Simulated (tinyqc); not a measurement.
Capacitance measurement on a leaky thin oxide: effects of series resistance and leakage: effect of the gate area.

The device is a capacitance C in parallel with a leakage conductance G, in series with Rs and Ls. An impedance meter reports either a parallel pair (Cp, Gp) from Y = 1/Z = Gp + i w Cp or a series pair (Cs, Rm) from Z = Rm + 1/(i w Cs); w = 2 pi f, dissipation D = Gp/(w |Cp|).

EOT = 3.9 tox/eox; CET = EOT + zc + zp; C = 3.9 eps0 A/CET; G = Jg A/Vs. Z = Rs + i w Ls + 1/(G + i w C); CET read from Cp = 3.9 eps0 A/Cp; errors under 0.001 % are printed as 0. Rs is held fixed.

Values chosen for this exercise; values of the order met in thin-oxide MOS capacitors: relative permittivity of the gate insulator (close to silicon dioxide) eox = 3.9; insulator thickness tox = 1.8 nm; oxide-equivalent thickness added by the accumulation layer zc = 0.31 nm; oxide-equivalent thickness added by gate depletion zp = 0 nm; gate leakage current density, not matched to the thickness Jg = 0.00013 A/cm^2; voltage for an e-fold rise of the leakage Vs = 0.32 V; series resistance Rs = 410 ohm; series inductance Ls = 31 nH; measuring frequency f = 50000 Hz.

Constants: eps0 = 8.8541878128e-14 F/cm where lengths are in cm. Results are converted to the units shown.

Effect of the gate area:

| A (um^2) | C (pF) | Cp (pF) | Cs (pF) | D | error of Cp (%) | error of Cs (%) | CET read from Cp (nm) |
|---|---|---|---|---|---|---|---|
| 20 | 0.32731 | 0.32731 | 0.32731 | 8.3232e-4 | 0 | 0 | 2.1100 |
| 70 | 1.1456 | 1.1456 | 1.1456 | 9.3771e-4 | 0 | 0 | 2.1100 |
| 200 | 3.2731 | 3.2731 | 3.2731 | 0.0012118 | 0 | 0 | 2.1100 |
| 600 | 9.8193 | 9.8193 | 9.8193 | 0.0020549 | 0 | 0 | 2.1100 |
| 2000 | 32.731 | 32.730 | 32.731 | 0.0050061 | -2.43e-3 | 0 | 2.1101 |
| 5000 | 81.828 | 81.817 | 81.828 | 0.011330 | -0.0127 | 0 | 2.1103 |
| 10000 | 163.66 | 163.58 | 163.66 | 0.021870 | -0.0477 | 0 | 2.1110 |
| 40000 | 654.62 | 649.92 | 654.62 | 0.085109 | -0.719 | 0 | 2.1253 |

As A goes from 20 to 40000, the error of Cp goes from 0 to -0.719 %, that of Cs from 0 to 0 %, and D rises from 8.32e-4 to 0.0851. The CET read from Cp goes from 2.11 to 2.13 nm against the true 2.11 nm. G/(w C) does not depend on the area, while G Rs and w C Rs and w^2 Ls C grow with it.

Program tinyqc, `OMP_NUM_THREADS=1 python tinyqc.py 2022089 2022090 out.jsonl`; Intel Xeon 2.30GHz, shared host, one thread, about 0.01 s.
